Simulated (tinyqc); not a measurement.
Landau-Devonshire theory of a uniaxial ferroelectric: one step, computed by the program tinyqc.

G(P) = (alpha/2) P^2 + (beta*/4) P^4 + (gamma/6) P^6 - E P per volume, SI units, one domain, P along the polar axis, which is normal to the film.

Task: Spontaneous polarisation, susceptibility, coercive field. Ps^2 = [-beta* + sqrt(beta*^2 - 4 alpha gamma)]/(2 gamma). chi = 1/(eps_0 G''), G'' = alpha + 3 beta* P^2 + 5 gamma P^4 at Ps. Ps, chi and the coercive field are for perfect screening, without a depolarising field. The intrinsic coercive field is |alpha P + beta* P^3 + gamma P^5| at the P_c where G'' = 0. 1 C/m^2 = 100 microcoulomb/cm^2.

Inputs (values chosen for the exercise, modelled on lead titanate): Curie-Weiss temperature T0 = 752 K; gamma = 1.56e+09 J m^9/C^6; temperature T = 604 K.

Sample: epitaxial film.

alpha = -1.635015e+08 J m/C^2

beta* = 1.996364e+08 J m^5/C^4

Constants: eps_0 = 8.8541878128e-12 F/m.

Give: spontaneous polarisation Ps; susceptibility chi; well depth G(Ps); P_c; intrinsic coercive field.

Result:

spontaneous polarisation Ps = 51.58 microcoulomb/cm^2

susceptibility chi = 206.2

well depth G(Ps) = -13.32 MJ/m^3

P_c = 33.38 microcoulomb/cm^2

intrinsic coercive field = 40.69 MV/m

P_c/Ps = 0.647, above the 0.577 of a quartic well, as the sixth-order term matters. Real switching runs by domain nucleation at far lower fields.
